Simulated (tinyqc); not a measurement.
Free and trapped electrons in a MOS channel with a dense trap tail: one step of the calculation.

p-type body, charge-sheet picture, full ionisation (an idealisation for deep acceptors), Boltzmann statistics for free electrons. e = Ec - EF at the surface. Acceptor-like traps of density D(E) = D0 + De exp(-E/Ew) at depth E below Ec, from 0 to Eu, hold n_t = integral of D(E)/(1 + exp((e - E)/Vt)). psi = Eg - Vt ln(Nv/Na) - e; N_dep = sqrt(2 eps0 eps_r Na (psi - Vt)/q); n_f = sqrt(N_dep^2 + 2 eps0 eps_r Vt Nc exp(-e/Vt)/q) - N_dep; Vg = Vfb + psi + q (N_dep + n_t + n_f)/Cox, Cox = eps0 eox/tox.

Problem. Trapped charge. Trapezoid rule on 14 equal steps from 0 to Eu, f = 1/(1 + exp((e - E)/Vt)).

Inputs (values chosen for the exercise); band and dielectric values close to those of 4H silicon carbide: temperature T = 300 K; constant background density of acceptor-like traps D0 = 4.1e10 cm^-2 eV^-1; density of the tail at the conduction edge De = 3.1e13 cm^-2 eV^-1; decay energy of the tail Ew = 0.08 eV; depth below Ec down to which the traps reach Eu = 0.63 eV; Ec - EF at the surface e = 0.123 eV.

Constants: q = 1.602176634e-19 C, kB = 1.380649e-23 J/K, Vt = kB T/q. Results are converted to the units shown.

Give: E; D(E) f; n_t.

Solution.

```
point   E (eV)  D(E) f (cm^-2 eV^-1)
0            0              2.642e11
1      0.04500              8.260e11
2      0.09000              2.204e12
3       0.1350              3.546e12
4       0.1800              2.980e12
5       0.2250              1.867e12
6       0.2700              1.098e12
7       0.3150              6.450e11
8       0.3600              3.853e11
9       0.4050              2.372e11
10      0.4500              1.528e11
11      0.4950              1.047e11
12      0.5400              7.730e10
13      0.5850              6.168e10
14      0.6300              5.278e10
```

n_t = 6.455e11 cm^-2

tinyqc, about 0.02 s, one thread, Intel Xeon 2.30GHz (shared host): `OMP_NUM_THREADS=1 python tinyqc.py 2222027 2222028 out.jsonl`
